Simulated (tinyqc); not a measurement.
Sublattice potential against complex hopping: Haldane model. Computed by the program tinyqc. H_AA = delta - 2 t2 sum cos(k.b + phi), H_BB = -delta - 2 t2 sum cos(k.b - phi), H_AB = -t1 (1 + exp(-i k.a1) + exp(-i k.a2)), b = a1, a2 - a1, -a2, m = 3 sqrt3 t2 sin(phi); the sign of the Chern number follows the orientation k1 then k2.

Honeycomb lattice:
```
parameter,value
t1 (eV),1.070000
t2 (eV),0.160000
phi (rad),1.690000
```

Gaps at the two valleys (eV) and Chern number of the lower band (12 x 12 mesh):
```
delta,gap 2|delta - m|,gap 2|delta + m|,Chern number
-1.486,4.623,1.321,0
-1.073,3.797,0.495,0
-0.495,2.641,0.661,-1
0.000,1.651,1.651,-1
0.330,0.991,2.311,-1
0.619,0.413,2.889,-1
1.032,0.413,3.715,0
1.651,1.651,4.953,0
```

What does the comparison show, and why?

Here |m| = 0.8255 eV. For |delta| < |m| the two valleys have masses of opposite sign and the Chern number is +/-1; one gap closes at |delta| = |m|, and beyond it the band is trivial.
